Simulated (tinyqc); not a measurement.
# Gap and radiative efficiency from Jsc and Voc

Question. Photon flux above E from a black body at temperature T into a hemisphere: Phi(E, T) = A sum_k exp(-k E/th)[E^2 th/k + 2 E th^2/k^2 + 2 th^3/k^3], k = 1, 2, ..., with th = kB T/q in eV and A = 2 pi q^3/(h^3 c^2). A cell with a sharp absorption edge has Jsc = q F Phi(Eg, Ts) and Voc = Vt ln(1 + Jsc/J0), J0 = q ge Phi(Eg, T)/ERE. Find Eg and ERE.

Parameters, values chosen for the exercise:

| symbol | value | unit | meaning |
|---|---|---|---|
| T | 320 | K | cell temperature |
| Ts | 1400 | K | emitter temperature |
| F | 0.59 |  | share of the hemisphere filled by the emitter |
| ge | 1 |  | number of faces that emit |

Constants: q = 1.602176634e-19 C, kB = 1.380649e-23 J/K, h = 6.62607015e-34 J s, c = 299792458 m/s, Vt = kB T/q. Results are converted to the units shown.

Jsc = 47.8922704 mA/cm^2
Voc = 1.03292951 V

Solution. Phi falls steadily with E, so Jsc fixes Eg; Voc gives J0, and its ratio to the radiative dark current is 1/ERE.

Eg = 1.300 eV
ERE = 1.000

Numbers from tinyqc (`OMP_NUM_THREADS=1 python tinyqc.py 2820110 2820111 out.jsonl`; about 0.01 s on one thread of a shared Intel Xeon 2.30GHz).
